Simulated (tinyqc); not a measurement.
What an interlayer buys: scattering of inversion-layer electrons by surface optical phonons of the gate insulator (remote phonon scattering). Computed by tinyqc, a small Python program. Command: `OMP_NUM_THREADS=1 python tinyqc.py 3113567 3113568 out.jsonl sophonon walk`. One thread of a shared host (Intel(R) Xeon(R) Processor @ 2.30GHz), about 0.01 s of CPU time with the checks.

One subband with the Fang-Howard envelope; insulator and channel are half-spaces, the gate is far away, and an interlayer only moves the polar surface away by t (its own modes and its permittivity contrast are left out).

Inputs (values chosen for the exercise, modelled on Al2O3 on germanium):
```
quantity                                   value        unit
static constant of the insulator eps_0s     12.3           -
intermediate constant eps_i                 7.14           -
optical constant eps_inf                    3.18           -
hbar omega_TO1                              49.4         meV
hbar omega_TO2                              70.6         meV
constant of the channel eps_s               16.2           -
in-plane mass m                            0.123         m_0
valleys g_v                                    4           -
sheet density n                          2.2e+12      1/cm^2
mean distance of the electrons z0 = 3/b      2.6          nm
interlayer thickness t                         0          nm
temperature T                                300           K
mobility from other processes                250  cm^2/(V s)
```

Screening by the channel electrons: none.

Constants: k_B = 8.617333262e-05 eV/K; hbar^2/(2 m_0) = 3.80998212 eV angstrom^2; e^2/(4 pi eps_0) = 14.39964548 eV angstrom; hbar = 6.582119569e-16 eV s; e = 1.602176634e-19 C; m_0 = 9.1093837015e-31 kg.

Method:
- eps(w) = eps_inf + (eps_0s - eps_i) w1^2/(w1^2 - w^2) + (eps_i - eps_inf) w2^2/(w2^2 - w^2). Surface modes solve eps(w) + eps_s = 0, a quadratic in w^2; the strength of a mode is g = 2/(w d eps/dw).
- Occupation N = 1/(exp(hbar w/(k_B T)) - 1).
- Density of states D = g_v m/(pi hbar^2); eta = E_F/(k_B T) = ln(exp(n/(D k_B T)) - 1); screening wave number q_s = e^2 D/(2 eps_0 eps_avg) x 1/(1 + exp(-eta)), eps_avg = (eps_s + eps_inf)/2; b = 3/z0.
- For a mode of strength g, without the occupation factor, Area x |M(q)|^2 = e^2 hbar w g/(2 eps_0 q) x (b/(b + q))^6 exp(-2 q t).
- Approximate momentum relaxation rate, taking tau v alike in the initial and final states: 1/tau = (m/(2 pi hbar^3)) sum over modes and over absorption (N, E' = E + hbar w) and emission (N + 1, E' = E - hbar w > 0) of [(1 - f(E'))/(1 - f(E))] int_0^(2 pi) Area |M(q)|^2 (1 - cos theta) d theta, q^2 = k^2 + k'^2 - 2 k k' cos theta, f the Fermi function; 48 midpoints in theta from 0 to pi.
- mu = (e/m) int tau E f (1 - f) dE/(k_B T int f dE), by 300 midpoints from 0 to (max(eta, 0) + 14) k_B T; Matthiessen sum with the other processes.

hbar omega_SO (meV): 1 53.6500, 2 78.8329

strengths g: 1 0.0049561, 2 0.0115558

occupations N: 1 0.143539, 2 0.049745

b = 1.15385 1/nm

q_s = 0.650612 1/nm

eta = -0.667573

Against the interlayer thickness:
```
t (nm)  remote-phonon mobility (cm^2/(V s))  total (cm^2/(V s))
0.0                              4.5793e+04              248.64
0.3                              6.5877e+04              249.05
0.6                              9.3377e+04              249.33
1.0                              1.4530e+05              249.57
1.5                              2.4381e+05              249.74
2.0                              3.9488e+05              249.84
3.0                              9.4951e+05              249.93
```

What does the comparison show, and why?

1 nm of interlayer raises the remote-phonon mobility by a factor 3.17, as exp(2 q t) with an effective q of 0.58 per nm; between 2 and 3 nm the effective q is 0.44. The total goes from 249 to 250 over the first nanometre.

Extremes, crossings and ranges named in words are read from the listed rows.
